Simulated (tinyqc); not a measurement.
Inside a calculation. Method: lattice vibrations of a chain. Computed by tinyqc, a small Python program that keeps every step. Command: `OMP_NUM_THREADS=1 python tinyqc.py 26397 26398 out.jsonl` (the two numbers bound the seeds that draw the settings). One thread of a shared host (Intel(R) Xeon(R) Processor @ 2.60GHz), about 0.01 s of CPU time with the checks.

## Dynamical matrix at q = 0.16

A chain moving along its axis:
```
atom                mass (u)  spring to the next atom (eV/angstrom^2)
1                  24.300000                                11.600000
2                  99.800000                                26.700000
3                  57.100000                                24.700000
4                   8.400000                                10.200000
second neighbours          -                                 2.600000
```

q is in units of 2 pi/a. A spring k from atom i to atom j, n cells on, adds k to Phi_ii and Phi_jj, -k exp(2 pi i q n) to Phi_ij and the conjugate to Phi_ji (for one atom a cell: 2k (1 - cos 2 pi q n)); D_ij = Phi_ij / sqrt(m_i m_j).

D(q) (eV/(angstrom^2 u)):
```
[[1.111111, -0.235554, -0.107200+0.058934i, -0.382544+0.602793i],
 [-0.235554, 0.435872, -0.353694, -0.137915+0.075819i],
 [-0.107200-0.058934i, -0.353694, 0.991243, -1.127819],
 [-0.382544-0.602793i, -0.137915-0.075819i, -1.127819, 4.773810]]
```

## Frequencies

omega^2 are the eigenvalues; wavenumber = 521.4708 sqrt(eigenvalue) 1/cm.

eigenvalues: [0.033752, 0.864506, 1.221494, 5.192283]

wavenumbers (1/cm): [95.8, 484.9, 576.3, 1188.3]

weights |e|^2 of the mass-weighted modes, order atom 1, atom 2, atom 3, atom 4:
```
[[0.115291, 0.209879, 0.649274, 0.025556],
 [0.547676, 0.379612, 0.072613, 0.000099],
 [0.297146, 0.361637, 0.277808, 0.063409],
 [0.039887, 0.048872, 0.000304, 0.910937]]
```

## Dispersion and heat capacity

C/k_B per atom = mean over q = (j + 1/2)/80, j = 0..39 and all branches of y^2 e^y/(e^y - 1)^2, y = hc wavenumber / k_B T.

Wavenumbers (1/cm):
```
q           branch 1    branch 2    branch 3     branch 4
0.000000    0.000000  499.997254  571.985388  1187.943906
0.062500   38.049996  497.498145  572.792642  1187.994800
0.125000   75.432130  490.437483  574.874520  1188.139562
0.187500  111.404531  479.823468  577.533008  1188.355737
0.250000  145.050360  466.844844  580.170495  1188.610005
0.312500  175.118554  452.873623  582.424107  1188.863489
0.375000  199.792831  439.737128  584.109063  1189.077772
0.437500  216.529325  429.946266  585.141682  1189.220642
0.500000  222.550557  426.244695  585.488728  1189.270752
```

Heat capacity:
```
T (K)  C/k_B per atom
20           0.037823
50           0.100191
100          0.197425
200          0.406552
300          0.570937
600          0.818555
1200         0.944765
```

zero-point energy per atom = 36.693185 meV
